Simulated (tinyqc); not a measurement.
Resistance of a source-drain extension with a graded tip: one step of the calculation.

y runs along the channel, the gate covers y > 0. The doping is N0 for y < y0 and N0 10^(-(y - y0)/la) beyond, uniform over the depth xj. Sheet conductance s(y) = q mu(N) max(N - Nch, 0) xj + (for y > 0) ma Cox Vo, with mu(N) = u0 + (u1 - u0)/(1 + (N/Nr)^au) and Cox = eps0 eox/tox. Current is taken as one-dimensional; depletion of the tip, spreading and the contact are left out. The metallurgical junction lies at yj, where N = Nch.

Question. Sheet resistances and junction position. yj = y0 + la log10(N0/Nch); sheet resistance of the full extension 1/[q mu(N0)(N0 - Nch) xj] and of the gate-induced layer 1/(ma Cox Vo); metallurgical length Lg - 2 yj; ye is where the doped and the gate-induced conductances are equal.

Parameters, values chosen for the exercise; mobility law close to that of electrons in silicon: relative permittivity of the gate insulator (close to silicon dioxide) eox = 3.9; insulator thickness tox = 1.6 nm; active doping of the extension far from the gate N0 = 5.5e19 cm^-3; lateral abruptness la = 4.2 nm/decade; position under the gate where the fall begins (gate edge at 0) y0 = 4.7 nm; depth of the extension xj = 25 nm; channel doping Nch = 3.8e17 cm^-3; gate overdrive Vo = 0.58 V; mobility of the gate-induced layer ma = 160 cm^2/(V s); mobility at low doping u1 = 1414 cm^2/(V s); mobility at high doping u0 = 68.5 cm^2/(V s); reference doping Nr = 9.2e16 cm^-3; exponent au = 0.711; gate length Lg = 50 nm.

Constants: q = 1.602176634e-19 C, eps0 = 8.8541878128e-14 F/cm where lengths are in cm. Results are converted to the units shown.

Wanted: yj; sheet resistance of the extension; sheet resistance of the induced layer; metallurgical length; ye; N at ye.

Answer.

yj = 13.77 nm
sheet resistance of the extension = 553.2 ohm/square
sheet resistance of the induced layer = 4993 ohm/square
metallurgical length = 22.45 nm
ye = 9.761 nm
N at ye = 3.431e18 cm^-3

The gate takes over 4.01 nm before the junction, where N is still 9.03 times the channel doping.

Computed by the program tinyqc: `OMP_NUM_THREADS=1 python tinyqc.py 2282175 2282176 out.jsonl`, one thread of a shared Intel Xeon 2.30GHz, about 0.03 s for the whole run.
